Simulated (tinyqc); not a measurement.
Inside a calculation. Method: RKS/PBE in the sto-3g basis, for H3+, spin multiplicity 1. One step of it, computed by the program tinyqc.

Task: Orthogonalisation. S = U s U^T; symmetric (Loewdin) form X = U s^(-1/2) U^T, so that X^T S X = 1.

overlap S:
```
          1H 1s     2H 1s     3H 1s
1H 1s  1.000000  0.480719  0.481052
2H 1s  0.480719  1.000000  0.354046
3H 1s  0.481052  0.354046  1.000000
```

Give: eigenvalues of S; X.

Result:

eigenvalues of S: 0.474  0.646  1.880

X:
```
        1H 1s   2H 1s   3H 1s
1H 1s   1.182  -0.247  -0.247
2H 1s  -0.247   1.122  -0.122
3H 1s  -0.247  -0.122   1.122
```
